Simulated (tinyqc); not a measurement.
From results back to parameters: cyclotron resonance of ellipsoidal valleys, Si type. Three cases, with inputs chosen for the exercise.

Problem. The cyclotron masses of the valleys [100] and [001] at this angle were computed from hidden ml and mt.

Valleys along [100], [010], [001] (each with its opposite partner), mass ml along the axis and mt across it. B lies in the (1-10) plane, b = (sin(theta)/sqrt2, sin(theta)/sqrt2, cos(theta)). For the angle phi between B and the axis, 1/mc^2 = cos^2(phi)/mt^2 + sin^2(phi)/(mt ml). Resonance: h nu = 2 muB B/mc, h = 2 pi hbar.

Case 1.

Values chosen (out of a larger set: near those of Si; not measured data): theta = 67 degrees (angle of B from [001] towards [110]).

mc of [100] = 0.257567 m0
mc of [001] = 0.328400 m0

Case 2.

Values chosen (out of a larger set: near those of Si; not measured data): theta = 65 degrees (angle of B from [001] towards [110]).

mc of [100] = 0.269643 m0
mc of [001] = 0.331050 m0

Case 3.

Values chosen (out of a larger set: near those of Si; not measured data): theta = 26 degrees (angle of B from [001] towards [110]).

mc of [100] = 0.360500 m0
mc of [001] = 0.212561 m0

Find: X = 1/mt^2; Y = 1/(mt ml); mt; ml.

Solution.

Case 1.

X = 1/mt^2 = 27.41
Y = 1/(mt ml) = 6.004
mt = 0.191 m0
ml = 0.87 m0

With cos^2(phi) = 0.4237 and 0.1527, the two values of 1/mc^2 are linear equations for X and Y; mt = 1/sqrt(X), ml = sqrt(X)/Y.

Case 2.

X = 1/mt^2 = 25.51
Y = 1/(mt ml) = 5.562
mt = 0.198 m0
ml = 0.91 m0

With cos^2(phi) = 0.4107 and 0.1786, the two values of 1/mc^2 are linear equations for X and Y; mt = 1/sqrt(X), ml = sqrt(X)/Y.

Case 3.

X = 1/mt^2 = 26.03
Y = 1/(mt ml) = 5.746
mt = 0.196 m0
ml = 0.89 m0

With cos^2(phi) = 0.0961 and 0.8078, the two values of 1/mc^2 are linear equations for X and Y; mt = 1/sqrt(X), ml = sqrt(X)/Y.

Computed by tinyqc, one run a case: `OMP_NUM_THREADS=1 python tinyqc.py N N+1 out.jsonl` with N = 1252684, 1280336, 1280344; one thread of a shared Intel(R) Xeon(R) Processor @ 2.30GHz, about 0.01 s a run at most.
